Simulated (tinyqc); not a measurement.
Trap density and cross-section from triangular pulses.

Question. In charge pumping, for a flat interface trap density D0 and a symmetric triangular wave, Qcp = -2 q A D0 Vt ln[vth s ni (dV/Va)/(2 f)], with s the geometric mean cross-section. Find D0, the frequency f0 where the line meets zero, and s.

Parameters, values chosen for the exercise: temperature T = 300 K; gate area A = 18 um^2; thermal velocity at 300 K, one nominal value for electrons and holes vth = 1.6e7 cm/s; Vth - Vfb dV = 0.72 V; pulse height Va = 2.8 V.

Constants: q = 1.602176634e-19 C, kB = 1.380649e-23 J/K, Vt = kB T/q. Results are converted to the units shown.

Qcp at f = 20000 and 1e6 Hz (fC): [6.9824247, 10.482357]
ni = 1.3045350e10 cm^-3

Solution. Qcp is linear in ln f: the slope gives D0 and the zero gives s = 2 f0 Va/(vth ni dV).

D0 = 6.00e11 cm^-2 eV^-1
f0 = 8.16 Hz
s = 3.04e-16 cm^2

Numbers from tinyqc (`OMP_NUM_THREADS=1 python tinyqc.py 2030026 2030027 out.jsonl`; about 0.01 s on one thread of a shared Intel Xeon 2.30GHz).
